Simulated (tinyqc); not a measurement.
What each parameter does: thin-body film or fin with hard walls, valleys of the Si type.

Six ellipsoidal valleys with their long axes along the cube axes, mass ml along the axis and mt across it. For a valley whose axis makes the angle theta with the surface normal, 1/m_z = cos^2(theta)/ml + sin^2(theta)/mt sets the confinement; in the plane the masses are m_1 = mt and m_2 = ml mt/m_z, and m_d = sqrt(m_1 m_2).

A film of thickness t between hard walls, flat band inside: E_n = c (n pi/t)^2/m_z above the bulk edge, c = hbar^2/2m0. Without degeneracy the sheet density is N2 exp((EF - Ec)/kB T) with N2 = sum_i g m_d/(2 pi c) kB T exp(-E_i/kB T) over n = 1 to 40 of each group; a classical film has t Nc with Nc = 2 g_all (m_dos kB T/(4 pi c))^(3/2), m_dos = (ml mt^2)^(1/3). The threshold shift is dVt = kB T ln(t Nc/N2).

Constants: hbar^2/2m0 = 3.80998211 eV angstrom^2; kB = 8.617333262e-05 eV/K.

Inputs chosen for the exercise (near those of Si; not measured data): ml = 0.921 m0 (longitudinal mass); mt = 0.189 m0 (transverse mass); face = 111 (face of the film or side wall of the fin); T = 350 K (temperature); t = 74 angstrom (body thickness); g_all = 6 (number of valleys).

E1 is the lowest level, and the share is that of its group in N2.

Results for these values:

| case | E1 (eV) | share (%) | dVt (mV) | Nc (1e19/cm^3) |
|---|---|---|---|---|
| base | 0.0267 | 100.0 | 22.8 | 3.441 |

What happens to each result for mt = 0.208 m0, all else kept?

Answer: E1 falls from 0.0267 to 0.0245; share does not change at the printed digits; dVt falls from 22.8 to 21.4; Nc rises from 3.441 to 3.787.

The same for each parameter in turn:

| case | E1 (eV) | share (%) | dVt (mV) | Nc (1e19/cm^3) |
|---|---|---|---|---|
| base | 0.0267 | 100.0 | 22.8 | 3.441 |
| t = 70 angstrom | 0.0298 | 100.0 | 24.8 | 3.441 |
| T = 400 K | 0.0267 | 100.0 | 23.7 | 4.205 |
| ml = 0.829 m0 | 0.0270 | 100.0 | 23.0 | 3.265 |
| mt = 0.208 m0 | 0.0245 | 100.0 | 21.4 | 3.787 |

(tinyqc, `OMP_NUM_THREADS=1 python tinyqc.py 1251445 1251446 out.jsonl`, Intel(R) Xeon(R) Processor @ 2.30GHz, 1 thread, shared host, about 0.01 s.)
